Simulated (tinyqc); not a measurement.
# A chain with a side-coupled site and dephasing by Buettiker voltage probes, step by step

Program tinyqc, `OMP_NUM_THREADS=1 python tinyqc.py 2700033 2700034 out.jsonl`; Intel Xeon 2.30GHz, shared host, one thread, about 0.01 s. Printed values are rounded.

Sites 1 to 2 form a chain with hopping -t, and site 3 hangs on site 1 by -ts. Lead L joins site 1 and lead R site 2, both semi-infinite chains with hopping -t and site energy 0. Every site carries a probe with self-energy -i Gamma_p/2 that draws no net current. Linear response at zero temperature: mu_L = 1, mu_R = 0 in units of the bias.

Parameters, values chosen for the exercise: hopping (matrix element -t) t = 2.2 eV; site energies 1 to N U = [0, 0, 1.25] eV; Fermi energy E = 3.17 eV; probe broadening Gamma_p gp = 0.59 eV; hopping from site 1 to the side site 3 ts = 1.37 eV.

Constants: q = 1.602176634e-19 C, h = 6.62607015e-34 J s. Results are converted to the units shown.

## Green function

Sigma = t^2 g(E), g(x) = (x - i sqrt(4 t^2 - x^2))/(2 t^2) for |x| < 2 t and (x - sign(x) sqrt(x^2 - 4 t^2))/(2 t^2) otherwise; Gamma = -2 Im Sigma; G = (E - H - Sigma_L - Sigma_R + i Gamma_p/2)^(-1).

Sigma = 1.585000-1.525705i eV
Gamma = 3.051410 eV

G (1/eV):
```
                       1                      2                      3
1  -0.0545720-0.2766153i   0.2227984+0.1280148i   0.0676680+0.1869796i
2   0.2227984+0.1280148i   0.0506817-0.2359048i  -0.1690205-0.0653746i
3   0.0676680+0.1869796i  -0.1690205-0.0653746i   0.4416248-0.2012716i
```

## Transmissions between terminals

With Gamma the broadening by one lead, T_RL = Gamma^2 |G_(2,1)|^2, T_pL = Gamma Gamma_p |G_(p,1)|^2, T_pR = Gamma Gamma_p |G_(p,2)|^2, T_pq = Gamma_p^2 |G_(p,q)|^2 for p != q.

T_RL = 0.6147835

```
probe       T_pL       T_pR
1      0.1431158  0.1188704
2      0.1188704  0.1048147
3      0.0711857  0.0591261
```

T_pq:
```
            1           2           3
1  0.00000000  0.02298398  0.01376399
2  0.02298398  0.00000000  0.01143222
3  0.01376399  0.01143222  0.00000000
```

## Probe potentials and effective transmission

No current into probe p: W mu = T_pL with W_pp = T_pL + T_pR + sum_q T_pq and W_pq = -T_pq. Then T_eff = T_RL + sum_p T_pR mu_p, and the resistance is (h/2q^2)/T_eff.

W:
```
            1           2           3
1   0.2987342  -0.0229840  -0.0137640
2  -0.0229840   0.2581013  -0.0114322
3  -0.0137640  -0.0114322   0.1555080
```

mu_p, probe 1 to 3: 0.5452227  0.5332591  0.5452227
T_eff = 0.7677246
resistance = 16.81124 kohm

Without probes the transmission is 0.9069. With them, 80.1 % of the current crosses without entering a probe.

## Current at both leads

In units of (2 q^2/h) times the bias, T_RL + sum_p T_pL (1 - mu_p) leaves L and T_RL + sum_p T_pR mu_p enters R.

current leaving L = 0.7677246
current entering R = 0.7677246

The two are equal: the probes conserve the current.
